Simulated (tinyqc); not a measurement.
Debye-Callaway model of lattice thermal conductivity: one step, computed by the program tinyqc.

Three acoustic branches with one velocity v, cut at omega_D = k_B Theta/hbar; x = hbar omega/(k_B T). v and Theta are separate inputs: Theta cuts off the heat-carrying modes, so C need not reach 3 k_B/V. gamma is an effective value that sets the umklapp rate. Heat flows along the wire.

Problem. Scattering rates at one frequency. Rates: point defects A omega^4; umklapp B omega^2 T exp(-Theta/(b T)) with B = hbar gamma^2/(M v^2 Theta). Boundaries: v/Lambda_B with Lambda_B = D (1 + p)/(1 - p). The resistive time is tau_R = 1/(boundary + point-defect + umklapp rates), and the free path is v tau_R.

Inputs (values chosen for the exercise, modelled on gallium arsenide):
```
quantity                              value        unit
sound velocity v                       3570         m/s
Debye temperature Theta                 336           K
mean atomic mass M                     72.3           u
effective Grueneisen parameter gamma   2.01           -
umklapp exponent divisor b              2.5           -
wire diameter D                         1.7  micrometre
specularity p                             0           -
temperature T                           600           K
probe frequency omega/omega_D          0.41           -
```

Sample: wire. Point defects: isotopes. Normal processes: left out.

Rayleigh coefficient A = 3.320269e-45 s^3

Constants: k_B = 1.380649e-23 J/K; hbar = 1.054571817e-34 J s; u = 1.6605390666e-27 kg.

Give: omega; Rates; tau_R; free path.

Solution.

omega = 1.804e+13 rad/s

Rates:
```
process        rate (1/s)  rate x tau_R
boundaries       2.10e+09       0.01594
point defects   3.513e+08      0.002667
umklapp         1.293e+11        0.9814
```

tau_R = 7.591e-12 s

free path = 27.10 nm

The strongest resistive process at this frequency: umklapp, 98 % of the resistive rate.
